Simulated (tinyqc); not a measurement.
Bottom-up copper filling of a trench by curvature-enhanced accelerator coverage: one step, computed by the program tinyqc.

A rectangular trench keeps vertical walls and a flat floor. An accelerator floats on the surface; where area is lost in the corners it is passed on to the floor.

Task: Velocities. Kinetic current i_k = [i_0 (1 - theta) + i_1 theta] exp(alpha eta/(k_B T)), limit i_L = 2 F D C/delta, i = 1/(1/i_k + 1/i_L); velocity v = i Omega/(2F), Omega = 7.11 cm^3/mol, F = e N_A. Depletion inside the trench is ignored.

Inputs (values chosen for the exercise, close to those used for damascene copper plating): exchange current of the suppressed surface i_0 = 0.02 mA/cm^2; exchange current of the accelerated surface i_1 = 1.9 mA/cm^2; transfer coefficient alpha = 0.4; overpotential eta = 0.089 V; starting coverage theta_0 = 0.017; cupric ion concentration C = 0.68 mol/l; diffusivity D = 4.2e-06 cm^2/s; boundary layer delta = 22 um; temperature T = 298 K.

Constants: e = 1.602176634e-19 C; N_A = 6.02214076e+23 1/mol; k_B = 8.617333262e-05 eV/K.

Give: limiting current i_L; velocity at theta = 0; velocity at theta_0; velocity at theta = 1; ratio v(1)/v(theta_0).

Result:

limiting current i_L = 250.51 mA/cm^2

velocity at theta = 0 = 0.029467 nm/s

velocity at theta_0 = 0.076516 nm/s

velocity at theta = 1 = 2.7178 nm/s

ratio v(1)/v(theta_0) = 35.519
